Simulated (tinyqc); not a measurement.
Thickness from two neighbouring fringes.

Question. At normal incidence a transparent film with an index between those of air and substrate, taken as constant, has reflectance minima at 2 n1 d = (m + 1/2) lam (small phase shifts at the substrate neglected). Find d and the order m of the shorter wavelength.

Values chosen for this exercise: index of the transparent film n1 = 1.303.

wavelengths of two neighbouring reflectance minima (nm): [527, 589]

Answer. Neighbouring orders differ by one: 2 n1 d (1/lam1 - 1/lam2) = 1.

d = 1.92e3 nm
m = 9

tinyqc, about 0.01 s, one thread, Intel Xeon 2.30GHz (shared host): `OMP_NUM_THREADS=1 python tinyqc.py 2870219 2870220 out.jsonl`
